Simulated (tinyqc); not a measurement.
## Permittivity and interface capacitance from two thicknesses

Inverse problem. 1/C = t/(eps0 ek) + 2/ci for planar capacitors that differ only in thickness. Find ek, ci and the EOT of the interfaces, 2 x 3.9 eps0/ci.

Constants: eps0 = 8.8541878128e-14 F/cm where lengths are in cm. Results are converted to the units shown.

C at t = 13 and 40 nm (uF/cm^2): 1.4122239  0.48463844

Answer. 1/C is a straight line in t: the slope gives ek and the intercept 2/ci. A single thickness would give only the effective permittivity; when the interfaces are a small part of 1/C, ci needs very accurate data.

ek = 22.5
ci = 36.0 uF/cm^2
EOT of the interfaces = 0.192 nm

Program tinyqc, `OMP_NUM_THREADS=1 python tinyqc.py 2102010 2102011 out.jsonl`; Intel Xeon 2.30GHz, shared host, one thread, about 0.01 s.
